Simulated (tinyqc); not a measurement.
# AlGaN/GaN HEMT with access regions, lumped model, step by step

tinyqc, about 0.01 s, one thread, Intel Xeon 2.30GHz (shared host): `OMP_NUM_THREADS=1 python tinyqc.py 2570061 2570062 out.jsonl` Printed values are rounded.

A polarisation-induced electron sheet under a Schottky gate, in series with two ungated access regions and contacts. Drift law v = mu E/(1 + mu E/vs) under the gate. Currents in mA/mm, resistances in ohm mm. No self-heating, no channel-length modulation; fits for polarisation, barrier and offset are chosen for the exercise.

Inputs (values chosen for the exercise); values close to those of AlGaN/GaN structures:
- x = 0.16 (aluminium share of the barrier)
- d = 15 nm (barrier thickness)
- eps_r = 9.3 (relative permittivity of barrier and channel)
- mu = 1100 cm^2/(V s) (channel mobility)
- vs = 1.5e7 cm/s (saturation velocity)
- Lg = 0.5 um (gate length)
- Ls = 1.5 um (source access length)
- Ld = 12 um (drain access length)
- Rc = 0.55 ohm mm (resistance of each contact)
- ft = 0.13 (share of the drain-access electrons removed by traps)
- Vg = 0 V (gate voltage)
- Ec = 3 MV/cm (critical field)
- te = 0.42 um (depth over which the depleted charge spreads)
- tf = 200 nm (insulator under the field plate)
- ei = 7 (relative permittivity of that insulator)

Constants: q = 1.602176634e-19 C, eps0 = 8.8541878128e-14 F/cm where lengths are in cm. Results are converted to the units shown.

## Polarisation charge, threshold and sheet resistance

sigma = (5e13 x + 1.6e13 x^2) cm^-2, phiB = 0.84 + 1.3 x, dEc = 0.7 (1.71 x + x^2) in volts, Cb = eps0 eps_r/d, VT = phiB - dEc - q sigma/Cb, access density n0 = -Cb VT/q. Rsh = 1/(q mu n0); largest access current q n0 vs.

sigma = 8.409600e12 cm^-2
Cb = 0.5489596 uF/cm^2
VT = -1.615840 V
n0 = 5.536411e12 cm^-2
Rsh = 1024.870 ohm
q n0 vs = 1330.546 mA/mm

## On-resistance and breakdown

sigma = (5e13 x + 1.6e13 x^2) cm^-2, phiB = 0.84 + 1.3 x, dEc = 0.7 (1.71 x + x^2) in volts, Cb = eps0 eps_r/d, VT = phiB - dEc - q sigma/Cb, access density n0 = -Cb VT/q. Ron = 2 Rc + Ls/(q mu n0) + Ld/(q mu (1 - ft) n0) + Lg/(mu Cb (Vg - VT)). Off state: a depleted stretch that holds the voltage V has the peak field sqrt(k V), k = 2 q n0/(eps0 eps_r te), so one edge holds V1 = Ec^2/k. The sheet under the plate pinches off at Vf = q n0 (1/Cb + tf/(eps0 ei)); beyond it the gate edge is screened. BV = V1 if Vf >= V1, else Vf + V1, and at most Ec Ld. Specific resistance Ron (Ls + Lg + Ld); figure of merit BV^2 over it.

Ron = 17.28587 ohm mm
Vf = 30.23929 V
V1 = 175.4506 V
BV = 205.6898 V
specific resistance = 2.420022 mohm cm^2
figure of merit = 17.48262 MW/cm^2

The plate raises BV by a factor of 1.17.
